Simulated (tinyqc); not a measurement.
Single-band model of a thermoelectric material: one step, computed by the program tinyqc. Command: `OMP_NUM_THREADS=1 python tinyqc.py 3000771 3000772 out.jsonl thermo walk`. One thread of a shared host (Intel(R) Xeon(R) Processor @ 2.30GHz), about 0.01 s of CPU time with the checks.

One spherical band, one scattering law, no minority carriers and no phonon drag. In a real material minority carriers limit |S| to about E_g/(2 e T), so larger values are formal. eta = E_F/(k_B T) is counted from the band edge; f = 1/(1 + exp(x - eta)).

Task: Coefficients. sigma = e mu_0 N_0 <s> with mu_0 = e tau_0/m = mu_300 (T/300 K)^(-p); |S| = (k_B/e)(<x s>/<s> - eta); Lorenz number L = (k_B/e)^2 (<x^2 s>/<s> - (<x s>/<s>)^2); kappa_e = L sigma T; zT = S^2 sigma T/(kappa_L + kappa_e). Hall factor r_H = <G^(3/2)> <G^(3/2 + 2r)/D^4>/<s>^2; drift mobility sigma/(n e) with n = N_0 <G^(3/2)>; power factor S^2 sigma.

Inputs (values chosen for the exercise, modelled on n-type PbTe):

| quantity | value | unit |
|---|---|---|
| mobility parameter mu_300 | 1600 | cm^2/(V s) |
| temperature exponent p | 1.5 | - |
| lattice thermal conductivity kappa_L | 1.1 | W/(m K) |
| temperature T | 780 | K |

Band: parabolic. Scattering: acoustic phonons, r = -0.5.

N_0 = 1.172554e+19 1/cm^3

<s> = 0.4509147

<x s> = 1.008575

reduced Fermi level eta = -0.5625622

<x^2 s> = 3.208425

<G^(3/2)> = 0.6396294

<G^(3/2 + 2r)/D^4> = 0.3651248

Constants: e = 1.602176634e-19 C; k_B = 8.617333262e-05 eV/K.

Give: conductivity sigma; Seebeck coefficient |S|; Lorenz number L; drift mobility; Hall factor r_H; power factor; kappa_e; zT.

Result:

conductivity sigma = 323.29 S/cm

Seebeck coefficient |S| = 241.22 microvolt/K

Lorenz number L = 1.5686 1e-8 V^2/K^2

drift mobility = 269.05 cm^2/(V s)

Hall factor r_H = 1.1486

power factor = 18.812 microwatt/(cm K^2)

kappa_e = 0.39556 W/(m K)

zT = 0.98114

L is 64 % of the degenerate value pi^2/3 (k_B/e)^2 = 2.443; the classical limit for this r is (r + 5/2)(k_B/e)^2 = 1.485. The charge carriers transport 26 % of the heat.
